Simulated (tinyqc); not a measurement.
Range and order of the fit: effective mass of the light-hole band from tabulated energies.

c = hbar^2/2m0.
Constants: hbar^2/2m0 = 3.80998211 eV angstrom^2.

Energies along [100], from the band edge downward:

| k (1/angstrom) | E (meV) |
|---|---|
| 0.000000 | 0.00000 |
| 0.002900 | 0.69880 |
| 0.005800 | 2.78340 |
| 0.008700 | 6.21890 |
| 0.011600 | 10.94870 |
| 0.014500 | 16.89670 |
| 0.017400 | 23.97050 |
| 0.020300 | 32.06410 |
| 0.023200 | 41.06190 |

reference mass (curvature of the model at k = 0.0001 1/angstrom) = 0.045788 m0

Least-squares fits of E = a k^2 (+ b k^4 + d k^6) over points 1 to n, and the line y = c k^2/E against E; errors of m against the reference.

Results:

| n | E at point n (meV) | one term (%) | two terms (%) | three terms (%) | line (%) | rms residual, one term (meV) |
|---|---|---|---|---|---|---|
| 3 | 6.2 | 1.15 | 0.01 | 0.00 | 0.00 | 0.011 |
| 4 | 10.9 | 1.95 | 0.02 | 0.00 | -0.01 | 0.033 |
| 5 | 16.9 | 2.96 | 0.05 | 0.00 | -0.02 | 0.077 |
| 6 | 24.0 | 4.17 | 0.10 | 0.00 | -0.03 | 0.151 |
| 7 | 32.1 | 5.57 | 0.18 | 0.01 | -0.06 | 0.265 |
| 8 | 41.1 | 7.18 | 0.30 | 0.01 | -0.10 | 0.430 |

What can be read from this table?

The error of the parabola goes from +1.15 to +7.18 % as the range widens, and at n = 8 its residual, 0.43 meV, is only 1.0 % of the top energy: a small residual does not vouch for the mass. Over the full range (n = 8) the best form is three terms (0.01 %); the line errs by 0.00 % at n = 3 and -0.10 % at n = 8. Without scatter, a narrower range or a second term is the cure: at n = 8 the errors are +7.18, +0.30 and +0.01 % for one, two and three terms. Three terms on three points interpolate exactly.

(tinyqc, `OMP_NUM_THREADS=1 python tinyqc.py 1880994 1880995 out.jsonl`, Intel(R) Xeon(R) Processor @ 2.30GHz, 1 thread, shared host, about 0.01 s.)
